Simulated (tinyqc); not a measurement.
Long-channel MOSFET, surface-potential model: effect of the insulator thickness.

n-channel transistor on a uniformly doped p-type body, gradual-channel approximation, constant mobility, Boltzmann statistics, full ionisation. Potentials are counted from the neutral body; V is the electron quasi-Fermi potential, Vsb at the source and Vsb + Vds at the drain. Charges are magnitudes per area.

ni = sqrt(Nc Nv) exp(-Eg/(2 Vt)), Eg in volts; phiF = Vt ln(Na/ni); Cox = eps0 eox/tox; gamma = sqrt(2 q eps0 eps_r Na)/Cox. The surface potential psi at channel potential V solves Vgs + Vsb - Vfb - psi = gamma sqrt(G), G = psi - Vt + Vt exp((psi - 2 phiF - V)/Vt). Charge sheet: Qi = Cox gamma [sqrt(G) - sqrt(psi - Vt)]; I = mu (W/L) [integral of Qi dpsi from psi_0 to psi_L (drift) + Vt (Qi0 - QiL) (diffusion)], with psi_0 at V = Vsb and psi_L at V = Vsb + Vds. VT = Vfb + 2 phiF + gamma sqrt(2 phiF + Vsb), m = 1 + gamma/(2 sqrt(2 phiF + Vsb)). The swing is 20 mV/log10[I(VT - 0.14 V)/I(VT - 0.16 V)] of the charge-sheet current at the given Vds.

Values chosen for this exercise; material values close to those of 4H silicon carbide:
- T = 300 K (temperature)
- Eg = 3.27 eV (band gap)
- eps_r = 9.67 (relative permittivity of the semiconductor)
- Nc = 1.72e19 cm^-3 (conduction-band density of states at T)
- Nv = 2.48e19 cm^-3 (valence-band density of states at T)
- Na = 2e16 cm^-3 (acceptor density of the body)
- eox = 3.89 (relative permittivity of the gate insulator)
- Vfb = -0.96 V (flat-band voltage)
- mu = 130 cm^2/(V s) (channel mobility)
- W = 2 um (gate width)
- L = 2 um (gate length)
- Vsb = 0 V (source-body reverse bias)
- Vgs = 2.37 V (gate-source voltage)
- Vds = 0.8 V (drain-source voltage)

Constants: q = 1.602176634e-19 C, kB = 1.380649e-23 J/K, Vt = kB T/q, eps0 = 8.8541878128e-14 F/cm where lengths are in cm. Results are converted to the units shown.

Effect of the insulator thickness:
```
tox (nm)  gamma (V^0.5)  VT (V)      m  swing (mV/decade)  I at Vgs, Vds (uA)
4.7              0.1011   2.124  1.030              61.64              0.8040
6.3              0.1355   2.182  1.040              62.26              0.3012
8.5              0.1828   2.263  1.054              63.12             0.05372
11               0.2366   2.355  1.069              64.09            0.003292
15               0.3226   2.502  1.095              65.64            2.025e-5
21               0.4516   2.722  1.132              67.97            1.424e-8
28               0.6022   2.979  1.176              70.69           5.783e-12
```

As tox goes from 4.7 to 28 nm, VT rises from 2.12 to 2.98 V, the swing rises from 61.6 to 70.7 mV a decade and the current falls from 0.804 to 5.78e-12 uA. The swing is 0.57 % above m Vt ln 10 in the first row and 0.94 % above it in the last. The gate voltage is below VT in 3 of the 7 rows.

tinyqc, about 0.03 s, one thread, Intel Xeon 2.30GHz (shared host): `OMP_NUM_THREADS=1 python tinyqc.py 2360071 2360072 out.jsonl`
